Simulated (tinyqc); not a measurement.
What moves the results: carrier statistics of a doped semiconductor with parabolic bands. A value that a table varies takes the place of the one given here.

Eg(T) = Eg0 - al T^2/(T + be); m_de = Mv^(2/3) (ml mt^2)^(1/3); m_dh = (mhh^(3/2) + mlh^(3/2))^(2/3); Nc and Nv from N = 2 (m kB T/(4 pi c))^(3/2) with c = hbar^2/2m0, in 1/angstrom^3; times 1e24 for 1/cm^3.

Energies are counted from Ev, so Ec = Eg. n = Nc F_1/2((EF - Eg)/kT), p = Nv F_1/2(-EF/kT), ND+ = ND/(1 + 2 exp((EF - Eg + ED)/kT)), NA- = NA/(1 + 4 exp((EA - EF)/kT)); neutrality asks p + ND+ = n + NA-. F_j(eta) = (1/Gamma(j + 1)) integral_0^infinity x^j dx/(1 + exp(x - eta)), which tends to exp(eta) for eta << 0.

Constants: hbar^2/2m0 = 3.80998211 eV angstrom^2; kB = 8.617333262e-05 eV/K.

Parameters, chosen for this exercise (near those of Ge; the results hold for these values, not for the real material):
- Eg0 = 0.7421 eV (gap at 0 K)
- al = 0.000481 eV/K (Varshni alpha)
- be = 234 K (Varshni beta)
- ml = 1.6 m0 (longitudinal electron mass)
- mt = 0.0816 m0 (transverse electron mass)
- Mv = 4 (equivalent valleys)
- mhh = 0.33 m0 (heavy-hole mass)
- mlh = 0.0432 m0 (light-hole mass)
- ND = 1.6e+16 1/cm^3 (donors)
- NA = 8e+12 1/cm^3 (acceptors)
- ED = 0.012 eV (donor level below Ec)
- EA = 0.0111 eV (acceptor level above Ev)
- T = 355 K

## Temperature

Neutrality solved at each temperature; ni = sqrt(Nc Nv) exp(-Eg/2kT).

Carriers (1/cm^3):

| T (K) | EF (eV) | n | p | majority / \|ND - NA\| | ni | Eg (eV) |
|---|---|---|---|---|---|---|
| 10 | 0.7349 | 1.76e+13 | <1e-99 | 0.00110 | <1e-99 | 0.7419 |
| 20 | 0.7326 | 1.12e+15 | <1e-99 | 0.0697 | 4.87e-77 | 0.7413 |
| 40 | 0.7250 | 7.90e+15 | 1.10e-74 | 0.494 | 9.34e-30 | 0.7393 |
| 77 | 0.7027 | 1.42e+16 | 6.55e-29 | 0.886 | 9.65e-07 | 0.7329 |
| 120 | 0.6694 | 1.54e+16 | 9.66e-11 | 0.964 | 1.22e+03 | 0.7225 |
| 200 | 0.5965 | 1.58e+16 | 2.52e+03 | 0.989 | 6.32e+09 | 0.6978 |
| 300 | 0.4936 | 1.59e+16 | 2.55e+10 | 0.995 | 2.01e+13 | 0.6610 |
| 400 | 0.3829 | 1.61e+16 | 1.15e+14 | 1.00 | 1.36e+15 | 0.6207 |
| 500 | 0.2911 | 2.84e+16 | 1.25e+16 | 1.78 | 1.88e+16 | 0.5783 |
| 600 | 0.2518 | 1.24e+17 | 1.08e+17 | 7.73 | 1.16e+17 | 0.5345 |

Ionisation is incomplete: the majority density is below 90 % of the net doping at 10, 20, 40 and 77 K, down to a share of 0.0011. It is within 10 % of the net doping at 120, 200, 300 and 400 K. At 500 and 600 K thermal pairs lift it more than 10 % above the net doping; ni has reached 1.16e+17 1/cm^3 at 600 K against a net doping of 1.60e+16. EF goes from 0.735 eV to 0.252 eV, where midgap is 0.267 eV and the intrinsic level (Boltzmann) 0.248 eV.

## Doping level

Only donors are present (NA = 0); eta is the distance of EF beyond the conduction edge in units of kT.

Neutral state:

| ND (1/cm^3) | EF (eV) | majority (1/cm^3) | ionised share | eta |
|---|---|---|---|---|
| 1.0e+14 | 0.3141 | 3.23e+14 | 1.000 | -10.63 |
| 1.0e+15 | 0.3506 | 1.07e+15 | 1.000 | -9.43 |
| 1.0e+16 | 0.4190 | 9.99e+15 | 0.998 | -7.20 |
| 1.0e+17 | 0.4889 | 9.79e+16 | 0.979 | -4.91 |
| 1.0e+18 | 0.5553 | 8.40e+17 | 0.840 | -2.74 |
| 3.0e+18 | 0.5833 | 2.03e+18 | 0.677 | -1.83 |
| 1.0e+19 | 0.6105 | 4.63e+18 | 0.463 | -0.94 |
| 3.0e+19 | 0.6332 | 8.73e+18 | 0.291 | -0.19 |

The impurity level lies at 0.6272 eV. The ionised share falls from 1.000 to 0.291 as EF passes through it between 1e+19 and 3e+19 1/cm^3 (share 1/3 there); it is below one half from 1e+19 1/cm^3 on. Over the last two rows the doping grows threefold and the majority density by a factor 1.89. EF comes within 3 kT of the majority band edge from 1e+18 1/cm^3 on. Above roughly 3e+17 1/cm^3 (N^(1/3) a = 0.26, with the radius a = sqrt(c/(m E)) from the ionisation energy E and the mass (ml mt^2)^(1/3)) the levels merge with the band and real ionisation is complete; sharp levels then overstate freeze-out.

## What each input does

Neutrality solved anew for each case. Each row changes one parameter from the base and keeps the others.

Results:

| case | EF (eV) | n (1/cm^3) | p (1/cm^3) |
|---|---|---|---|
| base | 0.4333 | 1.59e+16 | 4.52e+12 |
| T = 375 K | 0.4110 | 1.60e+16 | 2.09e+13 |
| ND = 3.2e+16 1/cm^3 | 0.4544 | 3.18e+16 | 2.27e+12 |
| NA = 1.04e+13 1/cm^3 | 0.4333 | 1.59e+16 | 4.52e+12 |
| Eg0 = 0.7921 eV | 0.4833 | 1.59e+16 | 8.82e+11 |
| mt = 0.0979 m0 | 0.4278 | 1.60e+16 | 5.42e+12 |
| mhh = 0.396 m0 | 0.4333 | 1.59e+16 | 5.88e+12 |
| ED = 0.018 eV | 0.4333 | 1.59e+16 | 4.52e+12 |

The largest shifts from the base row, up to three for each result and ties (the steps differ in size, so this ranks the rows, not the parameters). EF (eV): Eg0 +0.0500, T -0.0224, ND +0.0211; unchanged at the printed digits by NA, mhh and ED. n (1/cm^3): ND +1.58e+16, T +2.18e+13, mt +1.02e+13; unchanged at the printed digits by NA, Eg0, mhh and ED. p (1/cm^3): T +1.64e+13, Eg0 -3.64e+12, ND -2.25e+12; unchanged at the printed digits by NA and ED.

Run: tinyqc, `OMP_NUM_THREADS=1 python tinyqc.py 1651642 1651643 out.jsonl`; Intel(R) Xeon(R) Processor @ 2.30GHz, one thread, shared host; about 0.01 s of CPU time with all checks.
